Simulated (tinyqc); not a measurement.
Stoner model of a band ferromagnet: sweeps and comparisons. A value that a table varies takes the place of the one given here.

Density of states per atom and spin: two humps, D(e) = (M/W) [1 - sp cos(4 pi e/W)]. Levels e -/+ I m/2 for up and down spin, m = n_up - n_down, n_up + n_down = nd. At zero temperature e(N) is the energy below which N states lie, and E(m) = sum over spins of integral e D de - I m^2/4.

Constants: kB = 8.617333262e-05 eV/K.

Parameters, chosen for this exercise: W = 3.7 eV (band width, e from -W/2 to W/2); M = 5 (states per atom and spin); nd = 3.1 (electrons per atom); sp = 0.38 (shape parameter); I = 0.93 eV (Stoner parameter).

## Moment against temperature

Fermi-Dirac occupations on 600 equal energy intervals; m is iterated from saturation until it changes by less than 1e-7 or for 400 rounds; the paramagnet is unstable while I times the mean of D weighted by -df/de exceeds 1.

Results:
```
T/Tc,T (K),m (muB),I D(T) of the paramagnet
0.10,824,3.100,1.623
0.30,2472,3.063,1.433
0.50,4121,2.896,1.277
0.65,5357,2.627,1.186
0.80,6593,2.143,1.104
0.90,7417,1.590,1.051
0.95,7829,1.151,1.025
1.10,9066,0.000,0.952
```

Tc (from I D(T) = 1) = 8.24e+03 K

What can be read from the table?

kB Tc = 0.710 eV, 0.25 of the exchange splitting at zero temperature. m keeps 0.93 of its first value at half Tc and 0.51 at 0.9 Tc. The model knows only Stoner excitations; spin waves and local moments bring the ordering temperature below the Stoner value.

## Moment against the Stoner parameter

Lowest state for each I.

Results:
```
I (eV),I D(EF),m (muB),E - E(0) (meV)
0.34,0.608,0.000,0.0
0.45,0.805,0.000,0.0
0.51,0.912,0.000,0.0
0.56,1.001,0.166,0.0
0.62,1.109,1.386,-15.4
0.70,1.252,2.032,-75.0
0.84,1.502,3.100,-350.4
1.01,1.806,3.100,-758.8
```

How do the results move?

A moment first appears at I = 0.56 eV of those listed, where I D(EF) = 1.001. It is saturated at 3.100 from I = 0.84 eV on.

## Moment against band filling

Rigid band, I fixed: a Slater-Pauling curve.

Results:
```
nd,I D(EF),m (muB),m_max
3.0,1.685,3.000,3.0
4.0,1.288,4.000,4.0
5.0,0.779,5.000,5.0
6.0,1.288,4.000,4.0
6.5,1.535,3.500,3.5
7.0,1.685,3.000,3.0
7.5,1.734,2.500,2.5
8.0,1.685,2.000,2.0
8.5,1.535,1.500,1.5
9.0,1.288,1.000,1.0
9.5,0.973,0.000,0.5
```

What can be read from the table?

Magnetic fillings among those listed: 3.0, 4.0, 5.0, 6.0, 6.5, 7.0, 7.5, 8.0, 8.5 and 9.0; the largest moment is 5.00 at nd = 5. At 3.0, 4.0, 5.0, 6.0, 6.5, 7.0, 7.5, 8.0, 8.5 and 9.0 the moment is saturated and follows m_max, changing by one per electron.

## What moves the moment

Lowest state for each case. Each row changes one parameter from the base and keeps the others.

Results:
```
case,I D(EF),m (muB),E - E(0) (meV)
base,1.663,3.100,-566.6
W = 3.404 eV,1.807,3.100,-700.0
I = 1.004 eV,1.795,3.100,-744.4
nd = 2.8,1.716,2.800,-528.6
sp = 0.48,1.781,3.100,-594.5
```

What can be read from the table?

The largest shifts from the base row, up to three for each result and ties (the steps differ in size, so this ranks the rows, not the parameters). I D(EF): W +0.145, I +0.132, sp +0.118. m (muB): nd -0.300; unchanged at the printed digits by W, I and sp. E - E(0) (meV): I -177.8, W -133.4, nd +38.0.

Program tinyqc; command `OMP_NUM_THREADS=1 python tinyqc.py 1652499 1652500 out.jsonl`; about 0.2 s on one thread of a shared Intel(R) Xeon(R) Processor @ 2.30GHz.
